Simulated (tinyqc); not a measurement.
Free and trapped electrons in a MOS channel with a dense trap tail: one step of the calculation.

p-type body, charge-sheet picture, full ionisation (an idealisation for deep acceptors), Boltzmann statistics for free electrons. e = Ec - EF at the surface. Acceptor-like traps of density D(E) = D0 + De exp(-E/Ew) at depth E below Ec, from 0 to Eu, hold n_t = integral of D(E)/(1 + exp((e - E)/Vt)). psi = Eg - Vt ln(Nv/Na) - e; N_dep = sqrt(2 eps0 eps_r Na (psi - Vt)/q); n_f = sqrt(N_dep^2 + 2 eps0 eps_r Vt Nc exp(-e/Vt)/q) - N_dep; Vg = Vfb + psi + q (N_dep + n_t + n_f)/Cox, Cox = eps0 eox/tox.

Question. Charges and gate voltage. psi, N_dep, n_f and Vg as defined, with the n_t given; free share n_f/(n_f + n_t); apparent mobility mf n_f/(n_f + n_t); gate voltage spent on traps q n_t/Cox.

Inputs (values chosen for the exercise); band and dielectric values close to those of 4H silicon carbide: temperature T = 300 K; band gap Eg = 3.27 eV; relative permittivity eps_r = 9.72; conduction-band density of states at T Nc = 1.72e19 cm^-3; valence-band density of states at T Nv = 2.48e19 cm^-3; relative permittivity of the insulator eox = 3.9; insulator thickness tox = 35 nm; acceptor density Na = 7.1e15 cm^-3; flat-band voltage without trapped charge Vfb = -2.03 V; mobility of free electrons mf = 170 cm^2/(V s); Ec - EF at the surface e = 0.074 eV.

Constants: q = 1.602176634e-19 C, kB = 1.380649e-23 J/K, Vt = kB T/q, eps0 = 8.8541878128e-14 F/cm where lengths are in cm. Results are converted to the units shown.

n_t = 3.2992853e11 cm^-2

Wanted: psi; N_dep; n_f; Vg; free share; apparent mobility; gate voltage spent on traps.

Answer.

psi = 2.985 V
N_dep = 4.751e11 cm^-2
n_f = 2.310e11 cm^-2
Vg = 2.638 V
free share = 41.19 %
apparent mobility = 70.01 cm^2/(V s)
gate voltage spent on traps = 0.5358 V

Computed by the program tinyqc: `OMP_NUM_THREADS=1 python tinyqc.py 2222208 2222209 out.jsonl`, one thread of a shared Intel Xeon 2.30GHz, about 0.02 s for the whole run.
